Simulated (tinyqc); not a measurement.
Inside a calculation. Method: RKS/BP86 in the 6-31g basis, for He, spin multiplicity 1. One step of it, computed by the program tinyqc.

Question. Iteration 2: DIIS coefficients. Solve [B -1; -1 0][c; lambda] = [0; -1] for the coefficients, which sum to one.

B (overlaps of the stored error matrices):
$$\begin{pmatrix}
5.4051126e+00 & 3.5094436e+00 \\
3.5094436e+00 & 2.2786195e+00
\end{pmatrix}$$

Give: DIIS coefficients.

Answer.

DIIS coefficients: [-1.851, 2.851]
